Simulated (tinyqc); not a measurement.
Length of a molecular wire: coherent transport through a tight-binding bridge. Computed by the program tinyqc. T = Gamma_L Gamma_R |G_1n|^2 with the self-energies of semi-infinite chains.

A uniform bridge between two chains:

| parameter | value |
|---|---|
| site energy (eV) | 0.800000 |
| hopping in the bridge (eV) | 0.960000 |
| lead hopping (eV) | 1.940000 |
| couplings (eV) | 0.92, 0.91 |
| E (eV) | 0.460000 |

Transmission against length:

| sites | T | ln T |
|---|---|---|
| 2 | 6.6420e-01 | -0.409 |
| 3 | 6.2899e-01 | -0.464 |
| 4 | 8.3836e-01 | -0.176 |
| 5 | 5.3972e-01 | -0.617 |
| 6 | 9.8752e-01 | -0.013 |
| 7 | 5.1878e-01 | -0.656 |
| 8 | 9.5001e-01 | -0.051 |
| 9 | 5.6247e-01 | -0.575 |
| 10 | 7.7320e-01 | -0.257 |

What does the comparison show, and why?

E lies inside the band of the bridge (|E - e|/2h = 0.177 < 1): T does not decay but oscillates with length, between 0.519 and 0.988 here, as levels of the bridge pass E.
